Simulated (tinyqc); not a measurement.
Interface traps from C-V curves, high-low and Terman methods: one step of the calculation.

MOS capacitor on an n-type substrate; psi is the band bending, negative in depletion; only majority carriers are counted. At the bending psi the Fermi level lies y = xi - psi below the conduction edge at the surface, xi = Vt ln(Nc/Nd). Dit(y) = D0 + D1 exp(-y/E1); traps fill up to the Fermi level, follow the bias and a slow signal, and do not follow a fast one. V is the gate voltage from flat band.

Task. Terman extraction. psi at each point follows from C_HF and the ideal curve. Dit = (Cox/q) d(V - V0)/dpsi by central differences over the two neighbours.

Constants: q = 1.602176634e-19 C. Results are converted to the units shown.

```
point      psi (V)       V0 (V)        V (V)
0      -0.56000000  -0.59174254  -0.60404873
1      -0.48557143  -0.51501953  -0.52675198
2      -0.41114286  -0.43810195  -0.44915932
3      -0.33671429  -0.36092987  -0.37115081
4      -0.26228571  -0.28340438  -0.29253197
5      -0.18785714  -0.20533948  -0.21296461
6      -0.11342857  -0.12630514  -0.13177640
7      -0.03900000  -0.04496572  -0.04724587
```

Cox = 1569.6060 nF/cm^2

Wanted: Dit by Terman.

Result.

Dit by Terman, point 1 to 6 (cm^-2 eV^-1): 8.2188e10  9.9477e10  1.2700e11  1.7084e11  2.4063e11  3.5177e11

The differences overstate the curved tail; the largest error is 3.1 %, at point 6.

tinyqc, about 0.01 s, one thread, Intel Xeon 2.30GHz (shared host): `OMP_NUM_THREADS=1 python tinyqc.py 2030129 2030130 out.jsonl`
